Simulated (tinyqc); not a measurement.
# Worked calculation: off-state leakage of single and stacked transistors

Program tinyqc, `OMP_NUM_THREADS=1 python tinyqc.py 2242129 2242130 out.jsonl`; Intel Xeon 2.30GHz, shared host, one thread, about 0.04 s. Printed values are rounded.

n-channel devices of unit width. Subthreshold current I(Vg, Vs, Vd) = I0 (T/300 K)^0.5 exp[(Vg - Vs - VT(T) - gb (Vs - Vb) + dd (Vd - Vs))/(nf Vt)] (1 - exp(-(Vd - Vs)/Vt)), VT(T) = VT - cT (T - 300 K). Gate-edge tunnelling Ig (Vd/1 V) exp(ag (Vd - 1 V)), for a gate at 0 V, and band-to-band leakage Ab u exp(-Bb/u), u = Vd - Vb + 1 V, flow at a drain held at V; both are taken as independent of T. In a stack of off transistors (all gates at 0 V) the same subthreshold current passes through each.

Values chosen for this exercise; values of the order met in bulk silicon logic transistors: temperature T = 300 K; supply voltage V = 1 V; threshold at 300 K, zero drain and body bias VT = 0.49 V; fall of the threshold with temperature cT = 0.9 mV/K; current at threshold at 300 K I0 = 0.11 uA/um; slope factor nf = 1.28; drain-induced lowering per volt dd = 0.06; rise of the threshold per volt of source-body bias gb = 0.16; gate-edge tunnelling current at 1 V Ig = 2e-6 uA/um; exponential slope of the gate current ag = 5.7 1/V; prefactor of band-to-band leakage at the drain Ab = 100 uA/(um V); its exponential voltage Bb = 27 V; body voltage Vb = -0.6 V.

Constants: q = 1.602176634e-19 C, kB = 1.380649e-23 J/K, Vt = kB T/q. Results are converted to the units shown.

## Leakage of one transistor

Vg = Vs = 0, Vd = V; effective threshold VT(T) - gb Vb - dd V.

effective threshold = 0.526 V
parts (nA/um): subthreshold 1.373873e-5, gate edge 0.002, band-to-band 8.035117
total = 8.037130 nA/um
shares (%): subthreshold 1.709407e-4, gate edge 0.02488450, band-to-band 99.97494

The band-to-band part is the largest.

## Starting value

Vx = dd V/(1 + gb + 2 dd), the solution for Vx well above Vt, rounded to three decimals.

Vx at the start = 0.047 V

## Iteration 1: new Vx

Stack of two, Vx the node between them: I_low = I(0, 0, Vx), I_up = I(0, Vx, V), f = ln(I_up/I_low), f' = -(1 + gb + 2 dd)/(nf Vt) - 1/(Vt (exp(Vx/Vt) - 1)) - 1/(Vt (exp((V - Vx)/Vt) - 1)), Vx(new) = Vx - f/f'.

I_low = 2.044363e-6 nA/um
I_up = 2.428802e-6 nA/um
f = 0.1723119
f' = -46.17850 1/V
Vx after iteration 1 = 0.05073143 V

## Iteration 2: new Vx

As before.

I_low = 2.111856e-6 nA/um
I_up = 2.116631e-6 nA/um
f = 0.002258597
f' = -45.00616 1/V
Vx after iteration 2 = 0.05078161 V

## Iteration 3: new Vx

As before.

I_low = 2.112718e-6 nA/um
I_up = 2.112719e-6 nA/um
f = 3.581164e-7
f' = -44.99189 1/V
Vx after iteration 3 = 0.05078162 V

## Course of the iteration

Stop when the step is below 1e-11 V, or after 40 iterations.

Course of the iteration:
```
iteration,Vx before the step (V),step (V)
1,0.047,3.73e-3
2,0.05073143,5.02e-5
3,0.05078161,7.96e-9
4,0.05078162,< 1e-15
```

Converged in 4 iterations. The subthreshold current of the stack is 2.113e-6 nA/um, 6.50 times less than that of one transistor (the drain leakage is unchanged); the estimate exp[dd V (1 + gb + dd)/((1 + gb + 2 dd) nf Vt)] gives 5.63.
